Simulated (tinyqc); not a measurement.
Weaire-Thorpe hybrids on a Bethe lattice: gap and dangling bond of an amorphous tetrahedral solid, step by step. Values are carried at full precision from step to step, so a last printed digit may differ when a step is redone from the rounded ones.

Four sp3 hybrids an atom at energy 0, coupled by -V1 on the atom and by -V2 along a bond; the bonds form a tree (no rings). For any network the gap runs at least from -V2 + V1 to V2 - 3 V1, and p-like states pile up at -V2 + V1 and V2 + V1. On the tree the gap is wider: it ends at Ec = -V1 + sqrt(V2^2 + 4 V1^2 - 2 sqrt3 V1 V2), which makes it well wider than the gaps of the real glasses. A branch seen from a hybrid has the self-energy S = V2^2 g, where g is the Green function of the hybrid across the bond, whose three partners carry S themselves. With a = z - V1, b = a - S: g = 1/(a + V1 b/(b + 3 V1)), z = E + i eta. A full atom has G = (1/b)(b + 3 V1)/(b + 4 V1) per hybrid; a dangling hybrid with shift dh has G = 1/(1/g - dh).

Values chosen for the exercise (of the size of tabulated hybrid energies for amorphous germanium; shifted at random, so the results belong to these values and not to a real crystal): V1 = 1.97 eV (coupling of two hybrids on one atom); V2 = 4.24 eV (coupling of the two hybrids of a bond); E = -1.72 eV (energy); eta = 0.05 eV (broadening); dh = -0.68 eV (shift of the dangling hybrid (rehybridisation)).

## Edges

Bounds -V2 + V1 and V2 - 3 V1. On the tree the s-like bands are narrower: E = -V1 -/+ sqrt(V2^2 + 4 V1^2 + V1 V2 e) with e from -2 sqrt3 to 2 sqrt3 (for a crystal, -4 to 4), so the conduction edge is -V1 + sqrt(V2^2 + 4 V1^2 - 2 sqrt3 V1 V2).

edges (eV): Ev -2.2700, Ec(bound) -1.6700, Ec(tree) 0.1669

gaps (eV): (bound, reached in the crystal) 0.6000, (tree) 2.4369

The gap needs no periodicity, only V2 > 2 V1 (here V2/V1 = 2.152); leaving out rings widens it by 1.837 eV. Two parameters give the trend, not the value.

## The self-energy at one energy

S = V2^2 g is a quadratic A S^2 + B S + C = 0 with A = a + V1, B = -(a (a + 4 V1) + V2^2), C = V2^2 (a + 3 V1), a = z - V1. Of the two roots take the one with Im S < 0 (if both qualify, the decaying one, with the smaller |V1 V2 g/(b + 3 V1)|).

A, B, C: -1.7200+0.0500i  -2.5140-0.0250i  39.9103+0.8989i

roots (eV): 4.1400+0.0986i  -5.6000-0.1556i

S = -5.6000-0.1556i eV

## Densities at that energy

With z = E + i eta, b = z - V1 - S: full atom G = (b + 3 V1)/(b (b + 4 V1)); g = S/V2^2; dangling hybrid 1/(1/g - dh); densities -Im G/pi.

G (1/eV): (bulk) 0.4137-0.0423i, (dangling with dh = 0) -0.3115-0.0087i, (dangling with dh) -0.3951-0.0139i
densities (1/eV): (bulk) 0.0135, (dangling with dh = 0) 0.0028, (dangling with dh) 0.0044

## The dangling-bond level

For eta = 0 the level solves 1/g(E) = dh inside the gap (bisection); its weight on the dangling hybrid is 1/(d(1/g)/dE), by central differences with step 1e-5 eV.

level = -0.2930 eV
above Ev = 1.9770 eV
weight on the dangling hybrid = 0.494

The level lies at 81 % of the gap of the tree; 51 % of it spreads over the back bonds.

## Checks

- Conduction edge from the formula against the zero of the discriminant: both 0.166879.
- S from the quadratic against damped iteration of S = V2^2 g: both -5.600005.

Program tinyqc; command `OMP_NUM_THREADS=1 python tinyqc.py 1481797 1481798 out.jsonl`; about 0.04 s on one thread of a shared Intel(R) Xeon(R) Processor @ 2.30GHz.
